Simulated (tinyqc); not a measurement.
UKS/PBE in the sto-6g basis, for H4, spin multiplicity 3, step by step. This run ends on a higher stationary point, not on the lowest solution. Computed by tinyqc, a small Python program that keeps every step (integrals from PySCF). Settings: charge = 0, multiplicity = 3, basis = sto-6g, energy threshold = 1e-09, iteration cap = 82, orthogonalisation = canonical, start = core, DIIS depth = 6, DIIS from iteration = 2, method = UKS, functional = pbe,pbe, grid = [40, 14]. Command: `OMP_NUM_THREADS=1 python tinyqc.py 22471 22472 out.jsonl` (the two numbers bound the seeds that draw the settings). One thread of a shared host (Intel(R) Xeon(R) Processor @ 2.60GHz), about 4 s of CPU time with the checks. Later iterations appear only in the table of the cycle.

## One-electron integrals

Geometry (angstrom):

| atom | x | y | z |
|---|---|---|---|
| H | 0.000000 | 0.000000 | 0.000000 |
| H | 0.000000 | 0.000000 | 1.675000 |
| H | 0.000000 | 0.000000 | 3.430000 |
| H | 0.000000 | 0.000000 | 5.106000 |

Basis sto-6g: exponents (1/bohr^2) and contraction coefficients of normalised primitives:

| element | l (shell) | exponent | coefficient |
|---|---|---|---|
| H | s (1) | 35.523221 | 0.009164 |
| H | s (1) | 6.513144 | 0.049361 |
| H | s (1) | 1.822143 | 0.168538 |
| H | s (1) | 0.625955 | 0.370563 |
| H | s (1) | 0.243077 | 0.416492 |
| H | s (1) | 0.100112 | 0.130334 |

Overlap, kinetic and nuclear-attraction integrals over the contracted functions; the nuclear repulsion is the sum of Za Zb / Rab.

nuclear repulsion = 1.34534185 hartree

overlap S, lower triangle:
```
          1H 1s     2H 1s     3H 1s     4H 1s
1H 1s  1.000000
2H 1s  0.198619  1.000000
3H 1s  0.009826  0.175955  1.000000
4H 1s  0.000311  0.009808  0.198322  1.000000
```

kinetic energy T (hartree), lower triangle:
```
           1H 1s      2H 1s      3H 1s     4H 1s
1H 1s   0.768522
2H 1s  -0.003141   0.768522
3H 1s  -0.003094  -0.006564   0.768522
4H 1s  -0.000172  -0.003090  -0.003191  0.768522
```

nuclear attraction V (hartree), lower triangle:
```
           1H 1s      2H 1s      3H 1s      4H 1s
1H 1s  -1.812800
2H 1s  -0.307410  -2.010230
3H 1s  -0.014143  -0.282299  -2.010089
4H 1s  -0.000419  -0.014114  -0.306857  -1.812569
```

core Hamiltonian H = T + V (hartree), lower triangle:
```
           1H 1s      2H 1s      3H 1s      4H 1s
1H 1s  -1.044277
2H 1s  -0.310551  -1.241707
3H 1s  -0.017237  -0.288863  -1.241567
4H 1s  -0.000591  -0.017204  -0.310048  -1.044047
```

## Two-electron integrals

Functions are numbered as in S; the eight-fold symmetry (ij|kl) = (ji|kl) = (kl|ij) leaves the list below.

Two-electron integrals (ij|kl) in chemists' order, unique and non-zero (hartree):
```
(11|11) 0.774999   (21|11) 0.101101   (21|21) 0.021495   (22|11) 0.312475
(22|21) 0.101101   (22|22) 0.774999   (31|11) 0.003273   (31|21) 0.000798
(31|22) 0.004705   (31|31) 0.000038   (32|11) 0.037318   (32|21) 0.011153
(32|22) 0.087550   (32|31) 0.000710   (32|32) 0.016573   (33|11) 0.154277
(33|21) 0.041368   (33|22) 0.299027   (33|31) 0.003273   (33|32) 0.087550
(33|33) 0.774999   (41|11) 0.000072   (41|21) 0.000019   (41|22) 0.000123
(41|31) 1.06e-06   (41|32) 0.000022   (41|33) 0.000123   (41|41) 3.31e-08
(42|11) 0.001613   (42|21) 0.000446   (42|22) 0.003266   (42|31) 0.000030
(42|32) 0.000708   (42|33) 0.004696   (42|41) 1.05e-06   (42|42) 0.000038
(43|11) 0.024782   (43|21) 0.006229   (43|22) 0.041299   (43|31) 0.000446
(43|32) 0.011133   (43|33) 0.100921   (43|41) 0.000019   (43|42) 0.000796
(43|43) 0.021426   (44|11) 0.103638   (44|21) 0.024816   (44|22) 0.154232
(44|31) 0.001615   (44|32) 0.037303   (44|33) 0.312301   (44|41) 0.000072
(44|42) 0.003266   (44|43) 0.100921   (44|44) 0.774999
```

## Orthogonalisation

S = U s U^T; canonical form X = U s^(-1/2), so that X^T S X = 1. Each column of U has its largest component positive (the first on a tie).

eigenvalues of S: 0.703773  0.862088  1.119960  1.314178

X:
```
               1          2          3         4
1H 1s  -0.453751   0.634208  -0.563094  0.341475
2H 1s   0.711170  -0.420495  -0.358765  0.514203
3H 1s  -0.710302  -0.421708   0.359608  0.513691
4H 1s   0.452472   0.634903   0.563723  0.340651
```

## Starting guess

The start is the orbitals of the core Hamiltonian; D(s) = C_occ C_occ^T for each spin.

D(alpha) at the start, lower triangle:
```
           1H 1s      2H 1s     3H 1s     4H 1s
1H 1s   0.605283
2H 1s   0.096588   0.857865
3H 1s  -0.280612   0.025154  0.857698
4H 1s   0.433287  -0.281003  0.097333  0.604084
```

D(beta) at the start, lower triangle:
```
          1H 1s     2H 1s     3H 1s     4H 1s
1H 1s  0.016087
2H 1s  0.078638  0.384401
3H 1s  0.078513  0.383788  0.383177
4H 1s  0.016016  0.078290  0.078165  0.015945
```

## Iteration 1: exchange-correlation on the grid

Becke grid with 40 radial and 14 angular points per atom, points of zero weight dropped. rho = sum D_ij phi_i phi_j; V_xc,ij = sum w v_xc phi_i phi_j plus the gradient terms; v_xc is d(rho eps)/d rho(s) for spin s at fixed gradient.

The 8 grid points with the largest w rho, of 2189 (bohr, atomic units):

| x | y | z | w | rho(alpha) | rho(beta) | eps_xc | v_xc(alpha) |
|---|---|---|---|---|---|---|---|
| 0.669044 | -0.669044 | 3.834335 | 0.204267 | 0.030207 | 0.016989 | -0.336476 | -0.398276 |
| -0.669044 | 0.669044 | 3.834335 | 0.204267 | 0.030207 | 0.016989 | -0.336476 | -0.398276 |
| 0.669044 | 0.669044 | 3.834335 | 0.204267 | 0.030207 | 0.016989 | -0.336476 | -0.398276 |
| -0.669044 | -0.669044 | 3.834335 | 0.204267 | 0.030207 | 0.016989 | -0.336476 | -0.398276 |
| -0.669044 | -0.669044 | 5.812716 | 0.204266 | 0.030203 | 0.016947 | -0.336408 | -0.398220 |
| 0.669044 | 0.669044 | 5.812716 | 0.204266 | 0.030203 | 0.016947 | -0.336408 | -0.398220 |
| -0.669044 | 0.669044 | 5.812716 | 0.204266 | 0.030203 | 0.016947 | -0.336408 | -0.398220 |
| 0.669044 | -0.669044 | 5.812716 | 0.204266 | 0.030203 | 0.016947 | -0.336408 | -0.398220 |

electrons on the grid, sum of w rho = 3.989088

E_xc = sum of w rho eps_xc = -1.39996536 hartree

V_xc(alpha) (hartree), lower triangle:
```
           1H 1s      2H 1s      3H 1s      4H 1s
1H 1s  -0.435000
2H 1s  -0.070498  -0.492445
3H 1s  -0.003079  -0.064516  -0.492395
4H 1s  -0.000087  -0.003073  -0.070350  -0.434759
```

V_xc(beta) (hartree), lower triangle:
```
           1H 1s      2H 1s      3H 1s      4H 1s
1H 1s  -0.234186
2H 1s  -0.052047  -0.423207
3H 1s  -0.002562  -0.057859  -0.422909
4H 1s  -0.000075  -0.002555  -0.051895  -0.233747
```

## Iteration 1: building the Kohn-Sham matrix

J_ij = sum D_kl (ij|kl) with D = D(alpha) + D(beta); F = H + J + V_xc; E = tr D H + tr D J / 2 + E_xc + E_nn.

Coulomb J (hartree), lower triangle:
```
          1H 1s     2H 1s     3H 1s     4H 1s
1H 1s  1.198175
2H 1s  0.273490  1.742019
3H 1s  0.013932  0.284534  1.741057
4H 1s  0.000426  0.013899  0.272830  1.196759
```

F(alpha) (hartree), lower triangle:
```
           1H 1s      2H 1s      3H 1s      4H 1s
1H 1s  -0.281103
2H 1s  -0.107560   0.007866
3H 1s  -0.006385  -0.068845   0.007095
4H 1s  -0.000252  -0.006377  -0.107567  -0.282047
```

F(beta) (hartree), lower triangle:
```
           1H 1s      2H 1s      3H 1s      4H 1s
1H 1s  -0.080289
2H 1s  -0.089109   0.077105
3H 1s  -0.005867  -0.062188   0.076581
4H 1s  -0.000240  -0.005859  -0.089113  -0.081034
```

total energy of this density = -1.76228088 hartree

## Iteration 1: diagonalisation and new density

Diagonalise F' = X^T F X, C = X C', fill 3 alpha and 1 beta electrons from the bottom; D(s) = C_occ C_occ^T. Each column has its largest component positive (the first on a tie).

F' = X^T F X (alpha) (hartree), lower triangle:
```
           1          2          3          4
1   0.091936
2  -0.000285  -0.126936
3  -0.134507  -0.000446  -0.240811
4   0.000373  -0.137017  -0.000307  -0.177877
```

orbital energies (alpha) (hartree): MO1 -0.291831, MO2 -0.288322, MO3 -0.013042, MO4 0.139508

coefficients C (alpha):
```
            MO1        MO2        MO3        MO4
1H 1s  0.573024   0.763568  -0.269552  -0.240287
2H 1s  0.111707   0.117451   0.649968   0.791810
3H 1s  0.138182  -0.084118   0.654754  -0.787839
4H 1s  0.751371  -0.589223  -0.270372   0.238360
```

F' = X^T F X (beta) (hartree), lower triangle:
```
           1          2          3          4
1   0.214677
2  -0.000228   0.041558
3  -0.072473  -0.000310  -0.082570
4   0.000207  -0.076028  -0.000249  -0.077671
```

orbital energies (beta) (hartree): MO1 -0.114677, MO2 -0.099292, MO3 0.078557, MO4 0.231406

coefficients C (beta):
```
            MO1        MO2        MO3        MO4
1H 1s  0.570598   0.662596  -0.421176  -0.315887
2H 1s  0.273832   0.196342   0.601594   0.774755
3H 1s  0.281757  -0.183835   0.605480  -0.771864
4H 1s  0.597855  -0.638887  -0.421493   0.313682
```

D(alpha) after iteration 1, lower triangle:
```
           1H 1s      2H 1s      3H 1s     4H 1s
1H 1s   0.984052
2H 1s  -0.021507   0.448732
3H 1s  -0.161538   0.431126   0.454873
4H 1s   0.053521  -0.161005  -0.023637  0.984844
```

D(beta) after iteration 1, lower triangle:
```
          1H 1s     2H 1s     3H 1s     4H 1s
1H 1s  0.325582
2H 1s  0.156248  0.074984
3H 1s  0.160770  0.077154  0.079387
4H 1s  0.341135  0.163712  0.168450  0.357431
```

## Iteration 2: exchange-correlation on the grid

As before.

The 8 grid points with the largest w rho, of 2189 (bohr, atomic units):

| x | y | z | w | rho(alpha) | rho(beta) | eps_xc | v_xc(alpha) |
|---|---|---|---|---|---|---|---|
| 0.669044 | 0.669044 | 8.979897 | 0.202885 | 0.033847 | 0.014116 | -0.343890 | -0.407808 |
| -0.669044 | -0.669044 | 8.979897 | 0.202885 | 0.033847 | 0.014116 | -0.343890 | -0.407808 |
| 0.669044 | -0.669044 | 8.979897 | 0.202885 | 0.033847 | 0.014116 | -0.343890 | -0.407808 |
| -0.669044 | 0.669044 | 8.979897 | 0.202885 | 0.033847 | 0.014116 | -0.343890 | -0.407808 |
| -0.579602 | -0.579602 | 9.069340 | 0.138685 | 0.049661 | 0.020147 | -0.381895 | -0.466325 |
| 0.579602 | -0.579602 | 9.069340 | 0.138685 | 0.049661 | 0.020147 | -0.381895 | -0.466325 |
| 0.579602 | 0.579602 | 9.069340 | 0.138685 | 0.049661 | 0.020147 | -0.381895 | -0.466325 |
| -0.579602 | 0.579602 | 9.069340 | 0.138685 | 0.049661 | 0.020147 | -0.381895 | -0.466325 |

electrons on the grid, sum of w rho = 3.990550

E_xc = sum of w rho eps_xc = -1.38550028 hartree

V_xc(alpha) (hartree), lower triangle:
```
           1H 1s      2H 1s      3H 1s      4H 1s
1H 1s  -0.501738
2H 1s  -0.069041  -0.416423
3H 1s  -0.002837  -0.056604  -0.417958
4H 1s  -0.000078  -0.002837  -0.069126  -0.502572
```

V_xc(beta) (hartree), lower triangle:
```
           1H 1s      2H 1s      3H 1s      4H 1s
1H 1s  -0.399440
2H 1s  -0.055154  -0.304937
3H 1s  -0.002159  -0.040704  -0.308518
4H 1s  -0.000060  -0.002177  -0.056095  -0.407850
```

## Iteration 2: building the Kohn-Sham matrix

As before.

Coulomb J (hartree), lower triangle:
```
          1H 1s     2H 1s     3H 1s     4H 1s
1H 1s  1.472566
2H 1s  0.259716  1.310201
3H 1s  0.011734  0.214667  1.321390
4H 1s  0.000353  0.011787  0.262686  1.497522
```

F(alpha) (hartree), lower triangle:
```
           1H 1s      2H 1s      3H 1s      4H 1s
1H 1s  -0.073449
2H 1s  -0.119877  -0.347929
3H 1s  -0.008341  -0.130800  -0.338135
4H 1s  -0.000316  -0.008254  -0.116488  -0.049097
```

F(beta) (hartree), lower triangle:
```
           1H 1s      2H 1s      3H 1s     4H 1s
1H 1s   0.028848
2H 1s  -0.105990  -0.236443
3H 1s  -0.007662  -0.114900  -0.228695
4H 1s  -0.000297  -0.007594  -0.103456  0.045624
```

total energy of this density = -1.74278223 hartree

## Iteration 2: diagonalisation and new density

As before.

F' = X^T F X (alpha) (hartree), lower triangle:
```
           1          2          3          4
1  -0.097912
2   0.007779  -0.082445
3   0.129465   0.007379  -0.182397
4  -0.000037   0.132266   0.007734  -0.353339
```

orbital energies (alpha) (hartree): MO1 -0.407421, MO2 -0.276178, MO3 -0.033099, MO4 0.000604

coefficients C (alpha):
```
            MO1        MO2        MO3        MO4
1H 1s  0.085196  -0.197039   0.920221  -0.385875
2H 1s  0.662625  -0.678664  -0.326076   0.264033
3H 1s  0.605816   0.735854  -0.038964  -0.406879
4H 1s  0.068255   0.183216   0.411753   0.913177
```

F' = X^T F X (beta) (hartree), lower triangle:
```
           1         2          3          4
1   0.021596
2   0.005521  0.026613
3   0.125393  0.004986  -0.085119
4  -0.000451  0.125376   0.005559  -0.253752
```

orbital energies (beta) (hartree): MO1 -0.301769, MO2 -0.167937, MO3 0.072610, MO4 0.106433

coefficients C (beta):
```
            MO1        MO2        MO3        MO4
1H 1s  0.099469  -0.224855   0.855477  -0.499495
2H 1s  0.651683  -0.668959  -0.305179   0.332209
3H 1s  0.608345   0.713274  -0.102723  -0.431471
4H 1s  0.085119   0.215411   0.532423   0.839368
```

D(alpha) after iteration 2, lower triangle:
```
           1H 1s      2H 1s     3H 1s     4H 1s
1H 1s   0.892890
2H 1s  -0.109886   1.005982
3H 1s  -0.129235  -0.085263  0.910012
4H 1s   0.348618  -0.213378  0.160127  0.207768
```

D(beta) after iteration 2, lower triangle:
```
          1H 1s     2H 1s     3H 1s     4H 1s
1H 1s  0.009894
2H 1s  0.064823  0.424691
3H 1s  0.060512  0.396448  0.370084
4H 1s  0.008467  0.055471  0.051782  0.007245
```

## Iteration 16 (converged): orbitals

converged F(alpha) (hartree), lower triangle:
```
           1H 1s      2H 1s      3H 1s      4H 1s
1H 1s  -0.201548
2H 1s  -0.113342  -0.140235
3H 1s  -0.007236  -0.095519  -0.139391
4H 1s  -0.000280  -0.007220  -0.113086  -0.201289
```

converged F(beta) (hartree), lower triangle:
```
           1H 1s      2H 1s      3H 1s     4H 1s
1H 1s   0.003125
2H 1s  -0.097194  -0.107884
3H 1s  -0.006841  -0.091861  -0.108524
4H 1s  -0.000272  -0.006830  -0.097129  0.002687
```

As before.

F' = X^T F X (alpha) (hartree), lower triangle:
```
           1          2          3          4
1   0.009186
2   0.000295  -0.117158
3  -0.029698  -0.000087  -0.224916
4  -0.000215  -0.029405   0.000258  -0.255696
```

orbital energies (alpha) (hartree): MO1 -0.261680, MO2 -0.228624, MO3 -0.111176, MO4 0.012896

coefficients C (alpha):
```
            MO1        MO2        MO3        MO4
1H 1s  0.464803  -0.611526   0.554948   0.379232
2H 1s  0.422267  -0.265549  -0.516445  -0.748434
3H 1s  0.417053   0.271116  -0.513786   0.751099
4H 1s  0.456633   0.618877   0.552680  -0.380369
```

F' = X^T F X (beta) (hartree), lower triangle:
```
           1         2          3          4
1   0.101150
2  -0.000317  0.042325
3   0.052905  0.000026  -0.075316
4   0.000079  0.049778  -0.000269  -0.177996
```

orbital energies (beta) (hartree): MO1 -0.188721, MO2 -0.089961, MO3 0.053048, MO4 0.115797

coefficients C (beta):
```
            MO1        MO2        MO3        MO4
1H 1s  0.199102   0.422462   0.689024  -0.590695
2H 1s  0.589486   0.537171  -0.300204   0.591207
3H 1s  0.592728  -0.534398  -0.306606  -0.587068
4H 1s  0.200433  -0.421738   0.695266   0.583291
```

D(alpha) after iteration 16, lower triangle:
```
           1H 1s      2H 1s     3H 1s     4H 1s
1H 1s   0.897973
2H 1s   0.072061   0.515542
3H 1s  -0.257071   0.369455  0.511413
4H 1s   0.140494  -0.256950  0.074269  0.896979
```

D(beta) after iteration 16, lower triangle:
```
          1H 1s     2H 1s     3H 1s     4H 1s
1H 1s  0.039642
2H 1s  0.117368  0.347493
3H 1s  0.118013  0.349404  0.351326
4H 1s  0.039907  0.118152  0.118802  0.040173
```

## Convergence

Stop when the energy changes by less than 1e-09 hartree and every element of the error matrix X^T (F D S - S D F) X (for each spin) is below 9e-06.

Course of the cycle:

| iteration | E (hartree) | change | largest element of the error matrix |
|---|---|---|---|
| 1 | -1.76228088 | - | 2.14e-01 |
| 2 | -1.74278223 | 1.95e-02 | 1.88e-01 |
| 3 | -1.62030368 | 1.22e-01 | 2.00e-01 |
| 4 | -1.74677248 | -1.26e-01 | 1.92e-01 |
| 5 | -1.90926105 | -1.62e-01 | 3.41e-02 |
| 6 | -1.91440434 | -5.14e-03 | 1.80e-02 |
| 7 | -1.91603899 | -1.63e-03 | 6.11e-03 |
| 8 | -1.91628539 | -2.46e-04 | 4.63e-03 |
| 9 | -1.91630904 | -2.37e-05 | 4.35e-03 |
| 10 | -1.91644657 | -1.38e-04 | 3.84e-03 |
| 11 | -1.91651117 | -6.46e-05 | 3.16e-03 |
| 12 | -1.91591626 | 5.95e-04 | 1.47e-03 |
| 13 | -1.91592359 | -7.33e-06 | 1.04e-04 |
| 14 | -1.91592357 | 1.36e-08 | 3.53e-05 |
| 15 | -1.91592357 | 2.74e-09 | 7.42e-06 |
| 16 | -1.91592357 | 7.75e-10 | 9.99e-07 |

PySCF UKS in the same basis, fine grid, after a stability check = -1.92057464 hartree

Converged in 16 iterations. But the solution lies 0.00465 hartree above the reference: it is another stationary point, not the lowest one. Reruns (cap 100 unless said): DIIS 8: converged in 12 to a higher stationary point; damping 0.5: not converged; level shift 0.5: not converged; atomic densities as start, DIIS 8: converged in 12 to a higher stationary point.

## Populations, bond orders and dipole

Mulliken: Z minus the diagonal of D S on the atom; Loewdin: the same with S^(1/2) D S^(1/2); Mayer order: 2 sum_s sum (D(s) S)_ij (D(s) S)_ji over the two atoms.

Charges (e):

| atom | Mulliken | Loewdin | Mulliken spin |
|---|---|---|---|
| 1H | 0.026072 | 0.025467 | 0.845678 |
| 2H | -0.025785 | -0.025173 | 0.158898 |
| 3H | -0.026150 | -0.025552 | 0.151097 |
| 4H | 0.025863 | 0.025258 | 0.844326 |

Mayer bond orders:

| pair | order |
|---|---|
| 2-1 | 0.129128 |
| 3-1 | 0.130323 |
| 3-2 | 0.714688 |
| 4-1 | 0.024698 |
| 4-2 | 0.130271 |
| 4-3 | 0.131476 |

dipole moment about the origin, x y z (debye): 0.000000  0.000000  -0.003973

<S^2> of the determinant (pure state: 2) = 2.000009
